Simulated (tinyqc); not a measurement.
Inside a calculation (part 2 of 2). Method: ROHF in the sto-6g basis, for BeH, spin multiplicity 2. Computed by tinyqc, a small Python program that keeps every step (integrals from PySCF). Command: `OMP_NUM_THREADS=1 python tinyqc.py 22227 22228 out.jsonl` (the two numbers bound the seeds that draw the settings). One thread of a shared host (Intel(R) Xeon(R) Processor @ 2.60GHz), about 0.1 s of CPU time with the checks.

Geometry (angstrom):
```
atom         x         y         z
Be    0.000000  0.000000  0.000000
H     0.000000  0.000000  1.155000
```

## Iteration 3: building the Fock matrix

D(alpha) after iteration 2, order 1Be 1s, 1Be 2s, 1Be 2px, 1Be 2py, 1Be 2pz, 2H 1s:
$$\begin{pmatrix}
1.064158 & -0.236239 & 0.000000 & 0.000000 & 0.065980 & -0.043616 \\
-0.236239 & 1.015431 & 0.000000 & 0.000000 & -0.346853 & -0.137344 \\
0.000000 & 0.000000 & 0.000000 & 0.000000 & 0.000000 & 0.000000 \\
0.000000 & 0.000000 & 0.000000 & 0.000000 & 0.000000 & 0.000000 \\
0.065980 & -0.346853 & 0.000000 & 0.000000 & 0.230758 & 0.306084 \\
-0.043616 & -0.137344 & 0.000000 & 0.000000 & 0.306084 & 0.618528
\end{pmatrix}$$

D(beta) after iteration 2, order 1Be 1s, 1Be 2s, 1Be 2px, 1Be 2py, 1Be 2pz, 2H 1s:
$$\begin{pmatrix}
1.018818 & -0.033142 & 0.000000 & 0.000000 & -0.026408 & -0.124163 \\
-0.033142 & 0.105676 & 0.000000 & 0.000000 & 0.066994 & 0.223462 \\
0.000000 & 0.000000 & 0.000000 & 0.000000 & 0.000000 & 0.000000 \\
0.000000 & 0.000000 & 0.000000 & 0.000000 & 0.000000 & 0.000000 \\
-0.026408 & 0.066994 & 0.000000 & 0.000000 & 0.042500 & 0.141954 \\
-0.124163 & 0.223462 & 0.000000 & 0.000000 & 0.141954 & 0.475434
\end{pmatrix}$$

core Hamiltonian H = T + V (hartree), order 1Be 1s, 1Be 2s, 1Be 2px, 1Be 2py, 1Be 2pz, 2H 1s:
$$\begin{pmatrix}
-8.404200 & -1.974780 & 0.000000 & 0.000000 & -0.025413 & -0.854290 \\
-1.974780 & -2.488701 & 0.000000 & 0.000000 & -0.170417 & -1.462014 \\
0.000000 & 0.000000 & -2.001985 & 0.000000 & 0.000000 & 0.000000 \\
0.000000 & 0.000000 & 0.000000 & -2.001985 & 0.000000 & 0.000000 \\
-0.025413 & -0.170417 & 0.000000 & 0.000000 & -2.138362 & -1.404652 \\
-0.854290 & -1.462014 & 0.000000 & 0.000000 & -1.404652 & -2.273401
\end{pmatrix}$$

Two-electron integrals (ij|kl) in chemists' order, unique and non-zero (hartree):
```
(11|11) 2.299996   (21|11) 0.361879   (21|21) 0.071926   (22|11) 0.570332
(22|21) 0.139654   (22|22) 0.417773   (31|31) 0.015252   (32|31) 0.022555
(32|32) 0.092340   (33|11) 0.570332   (33|21) 0.139654   (33|22) 0.417773
(33|33) 0.450117   (41|41) 0.015252   (42|41) 0.022555   (42|42) 0.092340
(43|43) 0.024258   (44|11) 0.570332   (44|21) 0.139654   (44|22) 0.417773
(44|33) 0.401601   (44|44) 0.450117   (51|51) 0.015252   (52|51) 0.022555
(52|52) 0.092340   (53|53) 0.024258   (54|54) 0.024258   (55|11) 0.570332
(55|21) 0.139654   (55|22) 0.417773   (55|33) 0.401601   (55|44) 0.401601
(55|55) 0.450117   (61|11) 0.160625   (61|21) 0.030843   (61|22) 0.059086
(61|33) 0.058614   (61|44) 0.058614   (61|51) 0.003015   (61|52) 0.005644
(61|55) 0.060030   (61|61) 0.013976   (62|11) 0.284882   (62|21) 0.070271
(62|22) 0.218305   (62|33) 0.211293   (62|44) 0.211293   (62|51) 0.009776
(62|52) 0.050589   (62|55) 0.232329   (62|61) 0.032701   (62|62) 0.152501
(63|31) 0.007942   (63|32) 0.033004   (63|53) 0.009560   (63|63) 0.016971
(64|41) 0.007942   (64|42) 0.033004   (64|54) 0.009560   (64|64) 0.016971
(65|11) 0.274766   (65|21) 0.068835   (65|22) 0.223974   (65|33) 0.211091
(65|44) 0.211091   (65|51) 0.016275   (65|52) 0.080246   (65|55) 0.249739
(65|61) 0.034095   (65|62) 0.180213   (65|65) 0.224670   (66|11) 0.449193
(66|21) 0.113106   (66|22) 0.382661   (66|33) 0.356002   (66|44) 0.356002
(66|51) 0.021471   (66|52) 0.130710   (66|55) 0.435978   (66|61) 0.055172
(66|62) 0.320403   (66|65) 0.406694   (66|66) 0.774999
```

nuclear repulsion = 1.83264835 hartree

J_ij = sum D_kl (ij|kl) with D = D(alpha) + D(beta), K_ij = sum D_kl (ik|jl) for each spin; F = H + J - K(s); E = tr D H + tr D J / 2 - 0.5 sum_s tr D(s) K(s) + E_nn.

Coulomb J (hartree), order 1Be 1s, 1Be 2s, 1Be 2px, 1Be 2py, 1Be 2pz, 2H 1s:
$$\begin{pmatrix}
6.123897 & 1.096931 & 0.000000 & 0.000000 & 0.027327 & 0.489536 \\
1.096931 & 2.332362 & 0.000000 & 0.000000 & 0.171818 & 1.363516 \\
0.000000 & 0.000000 & 2.286186 & 0.000000 & 0.000000 & 0.000000 \\
0.000000 & 0.000000 & 0.000000 & 2.286186 & 0.000000 & 0.000000 \\
0.027327 & 0.171818 & 0.000000 & 0.000000 & 2.424714 & 1.476788 \\
0.489536 & 1.363516 & 0.000000 & 0.000000 & 1.476788 & 2.600318
\end{pmatrix}$$

exchange K(alpha) (hartree), order 1Be 1s, 1Be 2s, 1Be 2px, 1Be 2py, 1Be 2pz, 2H 1s:
$$\begin{pmatrix}
2.341140 & 0.373793 & 0.000000 & 0.000000 & 0.004474 & 0.173423 \\
0.373793 & 0.515286 & 0.000000 & 0.000000 & -0.000229 & 0.365621 \\
0.000000 & 0.000000 & 0.111527 & 0.000000 & 0.000000 & 0.000000 \\
0.000000 & 0.000000 & 0.000000 & 0.111527 & 0.000000 & 0.000000 \\
0.004474 & -0.000229 & 0.000000 & 0.000000 & 0.471591 & 0.413821 \\
0.173423 & 0.365621 & 0.000000 & 0.000000 & 0.413821 & 0.721105
\end{pmatrix}$$

exchange K(beta) (hartree), order 1Be 1s, 1Be 2s, 1Be 2px, 1Be 2py, 1Be 2pz, 2H 1s:
$$\begin{pmatrix}
2.308936 & 0.370561 & 0.000000 & 0.000000 & 0.004597 & 0.168424 \\
0.370561 & 0.279078 & 0.000000 & 0.000000 & 0.211535 & 0.367995 \\
0.000000 & 0.000000 & 0.048393 & 0.000000 & 0.000000 & 0.000000 \\
0.000000 & 0.000000 & 0.000000 & 0.048393 & 0.000000 & 0.000000 \\
0.004597 & 0.211535 & 0.000000 & 0.000000 & 0.252473 & 0.387164 \\
0.168424 & 0.367995 & 0.000000 & 0.000000 & 0.387164 & 0.673500
\end{pmatrix}$$

F(alpha) (hartree), order 1Be 1s, 1Be 2s, 1Be 2px, 1Be 2py, 1Be 2pz, 2H 1s:
$$\begin{pmatrix}
-4.621442 & -1.251641 & 0.000000 & 0.000000 & -0.002559 & -0.538176 \\
-1.251641 & -0.671624 & 0.000000 & 0.000000 & 0.001629 & -0.464119 \\
0.000000 & 0.000000 & 0.172675 & 0.000000 & 0.000000 & 0.000000 \\
0.000000 & 0.000000 & 0.000000 & 0.172675 & 0.000000 & 0.000000 \\
-0.002559 & 0.001629 & 0.000000 & 0.000000 & -0.185238 & -0.341684 \\
-0.538176 & -0.464119 & 0.000000 & 0.000000 & -0.341684 & -0.394188
\end{pmatrix}$$

F(beta) (hartree), order 1Be 1s, 1Be 2s, 1Be 2px, 1Be 2py, 1Be 2pz, 2H 1s:
$$\begin{pmatrix}
-4.589238 & -1.248409 & 0.000000 & 0.000000 & -0.002683 & -0.533178 \\
-1.248409 & -0.435417 & 0.000000 & 0.000000 & -0.210134 & -0.466493 \\
0.000000 & 0.000000 & 0.235808 & 0.000000 & 0.000000 & 0.000000 \\
0.000000 & 0.000000 & 0.000000 & 0.235808 & 0.000000 & 0.000000 \\
-0.002683 & -0.210134 & 0.000000 & 0.000000 & 0.033880 & -0.315027 \\
-0.533178 & -0.466493 & 0.000000 & 0.000000 & -0.315027 & -0.346583
\end{pmatrix}$$

total energy of this density = -15.04772575 hartree

## Iteration 3: Roothaan effective Fock matrix

overlap S, order 1Be 1s, 1Be 2s, 1Be 2px, 1Be 2py, 1Be 2pz, 2H 1s:
$$\begin{pmatrix}
1.000000 & 0.254764 & 0.000000 & 0.000000 & 0.000000 & 0.108006 \\
0.254764 & 1.000000 & 0.000000 & 0.000000 & 0.000000 & 0.536464 \\
0.000000 & 0.000000 & 1.000000 & 0.000000 & 0.000000 & 0.000000 \\
0.000000 & 0.000000 & 0.000000 & 1.000000 & 0.000000 & 0.000000 \\
0.000000 & 0.000000 & 0.000000 & 0.000000 & 1.000000 & 0.568924 \\
0.108006 & 0.536464 & 0.000000 & 0.000000 & 0.568924 & 1.000000
\end{pmatrix}$$

With projectors Pc = D(beta) S, Po = (D(alpha) - D(beta)) S, Pv = 1 - D(alpha) S, the block xy is Px^T F Py; with Fc = (F(alpha) + F(beta))/2, the blocks are Fc for cc, oo, vv and cv, F(beta) for co and F(alpha) for ov.

effective F (hartree), order 1Be 1s, 1Be 2s, 1Be 2px, 1Be 2py, 1Be 2pz, 2H 1s:
$$\begin{pmatrix}
-4.605322 & -1.250715 & 0.000000 & 0.000000 & -0.002270 & -0.535593 \\
-1.250715 & -0.540523 & 0.000000 & 0.000000 & -0.097514 & -0.464535 \\
0.000000 & 0.000000 & 0.204241 & 0.000000 & 0.000000 & 0.000000 \\
0.000000 & 0.000000 & 0.000000 & 0.204241 & 0.000000 & 0.000000 \\
-0.002270 & -0.097514 & 0.000000 & 0.000000 & -0.099520 & -0.332765 \\
-0.535593 & -0.464535 & 0.000000 & 0.000000 & -0.332765 & -0.371186
\end{pmatrix}$$

## Iteration 3: DIIS over 2 matrices

error matrix X^T (FDS - SDF) X:
$$\begin{pmatrix}
0.000000 & 0.011246 & 0.000000 & 0.000000 & -0.165450 & 0.164545 \\
-0.011246 & 0.000000 & 0.000000 & 0.000000 & 0.026051 & -0.008535 \\
0.000000 & 0.000000 & 0.000000 & 0.000000 & 0.000000 & 0.000000 \\
0.000000 & 0.000000 & 0.000000 & 0.000000 & 0.000000 & 0.000000 \\
0.165450 & -0.026051 & 0.000000 & 0.000000 & 0.000000 & -0.005692 \\
-0.164545 & 0.008535 & 0.000000 & 0.000000 & 0.005692 & 0.000000
\end{pmatrix}$$

B (overlaps of the stored error matrices):
$$\begin{pmatrix}
2.7440229e-01 & -1.5654511e-01 \\
-1.5654511e-01 & 1.1071864e-01
\end{pmatrix}$$

Minimise |sum c_i e_i|^2 with sum c_i = 1: solve [B -1; -1 0][c; lambda] = [0; -1] with B_ij = tr e_i^T e_j, and take F = sum c_i F_i.

DIIS coefficients: [0.382784, 0.617216]

extrapolated F (hartree), order 1Be 1s, 1Be 2s, 1Be 2px, 1Be 2py, 1Be 2pz, 2H 1s:
$$\begin{pmatrix}
-4.554247 & -1.238285 & 0.000000 & 0.000000 & -0.011572 & -0.532285 \\
-1.238285 & -0.555452 & 0.000000 & 0.000000 & -0.102242 & -0.463652 \\
0.000000 & 0.000000 & 0.216566 & 0.000000 & 0.000000 & 0.000000 \\
0.000000 & 0.000000 & 0.000000 & 0.216566 & 0.000000 & 0.000000 \\
-0.011572 & -0.102242 & 0.000000 & 0.000000 & -0.086585 & -0.343630 \\
-0.532285 & -0.463652 & 0.000000 & 0.000000 & -0.343630 & -0.417165
\end{pmatrix}$$

## Iteration 3: diagonalisation and new density

X, order 1Be 1s, 1Be 2s, 1Be 2px, 1Be 2py, 1Be 2pz, 2H 1s:
$$\begin{pmatrix}
0.141955 & 0.820264 & 0.000000 & 0.000000 & 0.588294 & 0.180999 \\
-1.077142 & -0.588783 & 0.000000 & 0.000000 & 0.428053 & 0.378751 \\
0.000000 & 0.000000 & 0.808499 & 0.588498 & 0.000000 & 0.000000 \\
0.000000 & 0.000000 & -0.588498 & 0.808499 & 0.000000 & 0.000000 \\
-1.093465 & 0.458802 & 0.000000 & 0.000000 & -0.557845 & 0.342933 \\
1.508912 & -0.164992 & 0.000000 & 0.000000 & -0.154032 & 0.501859
\end{pmatrix}$$

Diagonalise F' = X^T F X, C = X C', fill 3 alpha and 2 beta electrons from the bottom; D(s) = C_occ C_occ^T. Each column has its largest component positive (the first on a tie).

F' = X^T F X (hartree):
$$\begin{pmatrix}
0.764936 & -0.160085 & 0.000000 & 0.000000 & 0.018238 & -0.104039 \\
-0.160085 & -1.937760 & 0.000000 & 0.000000 & -2.001216 & -0.882375 \\
0.000000 & 0.000000 & 0.216566 & 0.000000 & 0.000000 & 0.000000 \\
0.000000 & 0.000000 & 0.000000 & 0.216566 & 0.000000 & 0.000000 \\
0.018238 & -2.001216 & 0.000000 & 0.000000 & -2.183469 & -0.993113 \\
-0.104039 & -0.882375 & 0.000000 & 0.000000 & -0.993113 & -0.933148
\end{pmatrix}$$

orbital energies (hartree): MO1 -4.555808, MO2 -0.451488, MO3 -0.073784, MO4 0.216566, MO5 0.216566, MO6 0.791639

coefficients C, order 1Be 1s, 1Be 2s, 1Be 2px, 1Be 2py, 1Be 2pz, 2H 1s:
$$\begin{pmatrix}
0.994827 & -0.180269 & -0.200951 & 0.000000 & 0.000000 & 0.096311 \\
0.020708 & 0.390978 & 0.854646 & 0.000000 & 0.000000 & -0.974613 \\
0.000000 & 0.000000 & 0.000000 & 0.595598 & 0.803283 & 0.000000 \\
0.000000 & 0.000000 & 0.000000 & 0.803283 & -0.595598 & 0.000000 \\
0.004362 & 0.250149 & -0.558193 & 0.000000 & 0.000000 & -1.208630 \\
-0.002608 & 0.615351 & -0.258278 & 0.000000 & 0.000000 & 1.460909
\end{pmatrix}$$

D(alpha) after iteration 3, order 1Be 1s, 1Be 2s, 1Be 2px, 1Be 2py, 1Be 2pz, 2H 1s:
$$\begin{pmatrix}
1.062558 & -0.221622 & 0.000000 & 0.000000 & 0.071414 & -0.061622 \\
-0.221622 & 0.883712 & 0.000000 & 0.000000 & -0.379164 & 0.019798 \\
0.000000 & 0.000000 & 0.000000 & 0.000000 & 0.000000 & 0.000000 \\
0.000000 & 0.000000 & 0.000000 & 0.000000 & 0.000000 & 0.000000 \\
0.071414 & -0.379164 & 0.000000 & 0.000000 & 0.374173 & 0.298087 \\
-0.061622 & 0.019798 & 0.000000 & 0.000000 & 0.298087 & 0.445371
\end{pmatrix}$$

D(beta) after iteration 3, order 1Be 1s, 1Be 2s, 1Be 2px, 1Be 2py, 1Be 2pz, 2H 1s:
$$\begin{pmatrix}
1.022177 & -0.049881 & 0.000000 & 0.000000 & -0.040755 & -0.113523 \\
-0.049881 & 0.153293 & 0.000000 & 0.000000 & 0.097893 & 0.240535 \\
0.000000 & 0.000000 & 0.000000 & 0.000000 & 0.000000 & 0.000000 \\
0.000000 & 0.000000 & 0.000000 & 0.000000 & 0.000000 & 0.000000 \\
-0.040755 & 0.097893 & 0.000000 & 0.000000 & 0.062594 & 0.153918 \\
-0.113523 & 0.240535 & 0.000000 & 0.000000 & 0.153918 & 0.378663
\end{pmatrix}$$

Within a degenerate level the vectors are fixed only up to a rotation; this is one choice.

## Iteration 8 (converged): orbitals

converged F (hartree), order 1Be 1s, 1Be 2s, 1Be 2px, 1Be 2py, 1Be 2pz, 2H 1s:
$$\begin{pmatrix}
-4.565530 & -1.242389 & 0.000000 & 0.000000 & -0.005572 & -0.534462 \\
-1.242389 & -0.531789 & 0.000000 & 0.000000 & -0.130779 & -0.484594 \\
0.000000 & 0.000000 & 0.217930 & 0.000000 & 0.000000 & 0.000000 \\
0.000000 & 0.000000 & 0.000000 & 0.217930 & 0.000000 & 0.000000 \\
-0.005572 & -0.130779 & 0.000000 & 0.000000 & -0.122743 & -0.354953 \\
-0.534462 & -0.484594 & 0.000000 & 0.000000 & -0.354953 & -0.400214
\end{pmatrix}$$

As before.

F' = X^T F X (hartree):
$$\begin{pmatrix}
0.824204 & -0.135407 & 0.000000 & 0.000000 & -0.036647 & -0.066587 \\
-0.135407 & -1.922166 & 0.000000 & 0.000000 & -2.019238 & -0.889569 \\
0.000000 & 0.000000 & 0.217930 & 0.000000 & 0.000000 & 0.000000 \\
0.000000 & 0.000000 & 0.000000 & 0.217930 & 0.000000 & 0.000000 \\
-0.036647 & -2.019238 & 0.000000 & 0.000000 & -2.185055 & -0.983750 \\
-0.066587 & -0.889569 & 0.000000 & 0.000000 & -0.983750 & -0.949592
\end{pmatrix}$$

orbital energies (hartree): MO1 -4.567087, MO2 -0.464380, MO3 -0.035466, MO4 0.217930, MO5 0.217930, MO6 0.834324

coefficients C, order 1Be 1s, 1Be 2s, 1Be 2px, 1Be 2py, 1Be 2pz, 2H 1s:
$$\begin{pmatrix}
0.994839 & -0.179030 & -0.198779 & 0.000000 & 0.000000 & 0.102789 \\
0.019860 & 0.406287 & 0.793747 & 0.000000 & 0.000000 & -1.018864 \\
0.000000 & 0.000000 & 0.000000 & 0.917856 & -0.396914 & 0.000000 \\
0.000000 & 0.000000 & 0.000000 & 0.396914 & 0.917856 & 0.000000 \\
0.002192 & 0.303908 & -0.634888 & 0.000000 & 0.000000 & -1.157373 \\
-0.000715 & 0.569546 & -0.141248 & 0.000000 & 0.000000 & 1.495089
\end{pmatrix}$$

D(alpha) after iteration 8, order 1Be 1s, 1Be 2s, 1Be 2px, 1Be 2py, 1Be 2pz, 2H 1s:
$$\begin{pmatrix}
1.061269 & -0.210760 & 0.000000 & 0.000000 & 0.073975 & -0.074600 \\
-0.210760 & 0.795499 & 0.000000 & 0.000000 & -0.380423 & 0.119270 \\
0.000000 & 0.000000 & 0.000000 & 0.000000 & 0.000000 & 0.000000 \\
0.000000 & 0.000000 & 0.000000 & 0.000000 & 0.000000 & 0.000000 \\
0.073975 & -0.380423 & 0.000000 & 0.000000 & 0.495447 & 0.262764 \\
-0.074600 & 0.119270 & 0.000000 & 0.000000 & 0.262764 & 0.344334
\end{pmatrix}$$

D(beta) after iteration 8, order 1Be 1s, 1Be 2s, 1Be 2px, 1Be 2py, 1Be 2pz, 2H 1s:
$$\begin{pmatrix}
1.021755 & -0.052980 & 0.000000 & 0.000000 & -0.052227 & -0.102677 \\
-0.052980 & 0.165464 & 0.000000 & 0.000000 & 0.123517 & 0.231385 \\
0.000000 & 0.000000 & 0.000000 & 0.000000 & 0.000000 & 0.000000 \\
0.000000 & 0.000000 & 0.000000 & 0.000000 & 0.000000 & 0.000000 \\
-0.052227 & 0.123517 & 0.000000 & 0.000000 & 0.092365 & 0.173088 \\
-0.102677 & 0.231385 & 0.000000 & 0.000000 & 0.173088 & 0.324383
\end{pmatrix}$$

Within a degenerate level the vectors are fixed only up to a rotation; this is one choice.

## Convergence

Stop when the energy changes by less than 1e-08 hartree and every element of the error matrix X^T (F D S - S D F) X is below 3e-05.

Course of the cycle:
```
iteration   E (hartree)     change  largest element of the error matrix
1           -3.31801013          -                             7.88e-02
2          -14.71001395  -1.14e+01                             2.80e-01
3          -15.04772575  -3.38e-01                             1.65e-01
4          -15.07860128  -3.09e-02                             6.99e-02
5          -15.08518465  -6.58e-03                             8.83e-03
6          -15.08527999  -9.53e-05                             1.95e-03
7          -15.08528562  -5.63e-06                             1.40e-05
8          -15.08528562  -1.73e-10                             7.35e-07
```

PySCF ROHF in the same basis = -15.08528562 hartree

Converged in 8 iterations.

## Populations, bond orders and dipole

Mulliken: Z minus the diagonal of D S on the atom; Loewdin: the same with S^(1/2) D S^(1/2); Mayer order: 2 sum_s sum (D(s) S)_ij (D(s) S)_ji over the two atoms.

Charges (e):
```
atom   Mulliken    Loewdin  Mulliken spin
1Be    0.085651   0.057890       0.986143
2H    -0.085651  -0.057890       0.013857
```

Mayer bond orders:
```
pair     order
2-1   0.992472
```

dipole moment about the origin, x y z (debye): [0.000000, 0.000000, -0.594718]
